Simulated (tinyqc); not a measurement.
# Hot electrons in a saturated n-channel MOSFET, lucky-electron model: what changes with what

Beyond pinch-off the lateral field grows as Esat cosh(y/l) over the velocity-saturated region (pseudo-two-dimensional model). Impact ionisation in this region gives the substrate current, which biases the body forward through Rsub. Currents are per width. Local-field laws: they overstate ionisation when the field peak is narrower than an energy relaxation length.

Values chosen for this exercise; values close to those of silicon n-channel devices: channel length L = 0.18 um; oxide thickness tox = 4.2 nm; junction depth xj = 62 nm; threshold VT = 0.57 V; effective mobility mu = 280 cm^2/(V s); saturation velocity vs = 8.8e6 cm/s; ionisation prefactor Ai = 2e6 1/cm; ionisation field Bi = 1.8 MV/cm; resistance of the lightly doped drain Rd = 0 ohm um; substrate resistance Rsub = 7600 ohm um; fall of VT per volt of forward body bias kb = 0.29; lifetime exponent m = 2.8; lifetime constant Hl = 14000 s uA/um; drain voltage Vd = 1.6 V; gate voltage Vg = 0.7 V.

Constants: eps0 = 8.8541878128e-14 F/cm where lengths are in cm. Results are converted to the units shown.

Each table varies one quantity; the others keep the values above.

## Effect of the drain voltage

Cox = 3.9 eps0/tox, l = sqrt(3 tox xj), Esat = 2 vs/mu. Overdrive g = Vg - VT + kb Vb; Vdsat = g Esat L/(g + Esat L); Id = Cox vs (g - Vdsat); dV = Vd - Id Rd - Vdsat; Em = sqrt((dV/l)^2 + Esat^2); Isub = Id (Ai/Bi) l Em exp(-Bi/Em). Vb = Rsub Isub is solved self-consistently. Lifetime tau = (Hl/Id)(Isub/Id)^(-m); 1 year = 3.15576e7 s.

Effect of the drain voltage:
```
Vd (V)  Id (uA/um)  Em (MV/cm)  Isub (uA/um)   Isub/Id  tau (years)
1            9.705      0.3222       0.03642  0.003752        283.1
1.11         9.716      0.3609       0.07428  0.007645        38.55
1.23         9.737      0.4032        0.1404   0.01441        6.515
1.34         9.765      0.4421        0.2285   0.02340        1.673
1.46         9.806      0.4845        0.3593   0.03664       0.4746
1.57         9.854      0.5235        0.5144   0.05220       0.1754
1.69         9.920      0.5660        0.7249   0.07307      0.06793
1.8          9.994      0.6050        0.9581   0.09586      0.03152
```

As Vd goes from 1 to 1.8 V, Em rises from 0.322 to 0.605 MV/cm, Isub rises from 0.0364 to 0.958 uA/um and tau falls from 283 to 0.0315 years. The slope of ln(tau) against 1/Vd is 20.1 V between the first two rows and 21.2 V between the last two; ten years are last met at Vd = 1.11 V among the rows.

## Effect of the channel length

Same model as above.

Effect of the channel length:
```
L (um)  Id (uA/um)  Em (MV/cm)  Isub (uA/um)  Isub/Id  tau (years)
0.09         18.16      0.5378         1.067  0.05876      0.06834
0.13         13.22      0.5356        0.7633  0.05772      0.09860
0.18         9.869      0.5341        0.5628  0.05703       0.1367
0.25         7.283      0.5329        0.4114  0.05649       0.1902
0.36         5.159      0.5320        0.2892  0.05605       0.2744
0.51         3.691      0.5313        0.2058  0.05575       0.3894
0.72         2.639      0.5309        0.1466  0.05553       0.5505
```

As L goes from 0.09 to 0.72 um, Em falls from 0.538 to 0.531 MV/cm, Isub falls from 1.07 to 0.147 uA/um and tau rises from 0.0683 to 0.551 years. From the first row to the last, log10(tau) changes by 0.91: 0.069 from (Isub/Id)^(-m), which holds Em and l, and 0.84 from 1/Id. For L = 0.09 to 0.13 um the saturated region takes over 60 % of L, so using the full L in Vdsat is rough.

## Effect of the gate voltage

Same model as above.

Effect of the gate voltage:
```
Vg (V)  Id (uA/um)  Em (MV/cm)  Isub (uA/um)  Isub/Id  tau (years)
0.72         12.95      0.5284        0.7047  0.05440       0.1188
0.83         35.98      0.5000         1.526  0.04242      0.08585
0.94         67.54      0.4759         2.272  0.03364      0.08758
1.05         105.8      0.4551         2.864  0.02708       0.1026
1.16         149.3      0.4371         3.300  0.02210       0.1284
1.27         197.1      0.4214         3.600  0.01826       0.1659
1.38         248.5      0.4074         3.792  0.01526       0.2177
1.49         302.8      0.3950         3.899  0.01287       0.2874
1.6          359.7      0.3839         3.943  0.01096       0.3795
```

What does the comparison show?

As Vg goes from 0.72 to 1.6 V, Em falls from 0.528 to 0.384 MV/cm, Isub rises from 0.705 to 3.94 uA/um and tau goes from 0.119 through a minimum of 0.0859 (at Vg = 0.83 V among the rows listed) to 0.380 years.

Computed by the program tinyqc: `OMP_NUM_THREADS=1 python tinyqc.py 2550115 2550116 out.jsonl`, one thread of a shared Intel Xeon 2.30GHz, about 0.01 s for the whole run.
